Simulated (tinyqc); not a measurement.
# Epitaxial growth on a vicinal surface: Burton-Cabrera-Frank step flow, step-edge barrier and island nucleation, step by step

A worked calculation. Computed by tinyqc, a small Python program that keeps every step. Command: `OMP_NUM_THREADS=1 python tinyqc.py 3015314 3015315 out.jsonl stepflow walk`. One thread of a shared host (Intel(R) Xeon(R) Processor @ 2.30GHz), about 0.03 s of CPU time with the checks. Intermediate numbers are printed to about 7 digits and carried at full precision; extremes and crossings named in words are read from the listed rows.

Adatoms land at rate F, hop on a square grid (a simplification for hexagonal faces), desorb, or join steps. Lengths are in units of a and n is the adatom coverage. Steps ascend at x = 0 and descend at x = l.

Inputs (values chosen for the exercise, close to those used for GaN(0001)):
```
quantity                                    value      unit
site spacing a                               3.19  angstrom
step height h                                2.59  angstrom
diffusion barrier E_d                        1.21        eV
desorption energy E_a                         2.8        eV
adatom formation energy E_f                  1.14        eV
step-edge barrier E_s                           0        eV
attempt frequency nu                           10       THz
deposition rate F                               5  layers/s
miscut angle                                  0.3   degrees
temperature T                                 790         C
critical nucleus size i                         2         -
binding energy of the critical nucleus E_i   0.43        eV
```

Constants: k_B = 8.617333262e-05 eV/K.

## Scales

D = nu exp(-E_d/(k_B T)) (a^2/s, nu counted per direction); tau = exp(E_a/(k_B T))/nu; x_s = sqrt(D tau); n_eq = exp(-E_f/(k_B T)); terrace width l = h/(a tan(miscut)); Schwoebel length l_s = exp(E_s/(k_B T)) - 1. Temperatures in kelvin are T(C) + 273.15.

D = 1.836923e+07 a^2/s

lifetime tau = 1.875762 s

diffusion length x_s = 5869.950 a

equilibrium coverage n_eq = 3.943851e-06

terrace width l = 155.0624 a

Schwoebel length l_s = 0 a

l/x_s = 0.0264: nearly every adatom reaches a step.

## Terrace solution

D n'' - n/tau + F = 0 with n(0) = n_eq and -l_s n'(l) = n(l) - n_eq. With u = n - F tau, A = n_eq - F tau, y = l/x_s, s = l_s/x_s: u = A cosh(x/x_s) + B sinh(x/x_s), B = A (1 - cosh y - s sinh y)/(sinh y + s cosh y). Flux into the ascending step J+ = D B/x_s, over the descending one J- = -(D/x_s)(A sinh y + B cosh y); step velocity J+ + J-; growth rate (J+ + J-)/l. For small y: J+ + J- = (F - n_eq/tau) l, J-/J+ = l/(l + 2 l_s). The coverage peaks where n' = 0, tanh(x/x_s) = -B/A.

J+ = 387.6333 atoms per step site and s

J- = 387.6333 atoms per step site and s

growth rate = 4.999707 layers/s

peak coverage = 8.219757e-04

position of the peak = 77.53120 a

0.0059 % of the flux desorbs; even closely spaced steps lose n_eq/tau, 4.2e-5 % of F. The ascending step takes 50.0 %, half, as there is no barrier. Caution: twice the distance from the ascending step to the coverage peak exceeds the expected island spacing [0.25 (F/D)^(i/(i+2)) exp(E_i/((i+2) k_B T))]^(-1/2) by 40 % or more, so islands nucleate and the step-flow values are formal.

## Step flow or islands

Island density on a flat surface without desorption: N = 0.25 (F/D)^(i/(i+2)) exp(E_i/((i+2) k_B T)) per site, with E_i = 0 for i = 1; spacing l_n = N^(-1/2). Step flow needs an effective width l_eff = 2 x(peak) below l_n.

island density N on a flat surface = 4.216719e-04 per site

island spacing l_n = 48.69817 a

ratio l_eff/l_n = 3.184152

Islands nucleate on the terraces, and a step-flow solution would overstate the coverage. Caution: the prefactor 0.25 and the criterion are estimates, good to a factor of about two in length.

## Growth mode over temperature

x(peak) solves tanh(x/x_s) = -B/A. Rows where evaporation outweighs deposition are left out.

Scales:
```
T (C)   x_s (a)  l_s (a)  incorporated share   l_n (a)  l_eff/l_n
590    43839.19        0           0.9999990  19.77915   7.839690
640    24417.15        0           0.9999966  25.71008   6.031191
690    14451.62        0           0.9999904  32.52175   4.767960
740     9007.83        0           0.9999753  40.19480   3.857773
790     5869.95        0           0.9999414  48.69817   3.184152
840     3975.18        0           0.9998703  57.99203   2.673857
890     2783.76        0           0.9997246  68.03031   2.279314
940     2007.53        0           0.9994174  78.76283   1.968726
990     1485.70        0           0.9987125  90.13712   1.720295
```

The ratio stays above 1: islands in every row. Incorporation goes from 100.0 % to 99.9 %.

Checks made by the program: growth rate against F minus desorption, from a numerical solution (relative difference below 1e-10).
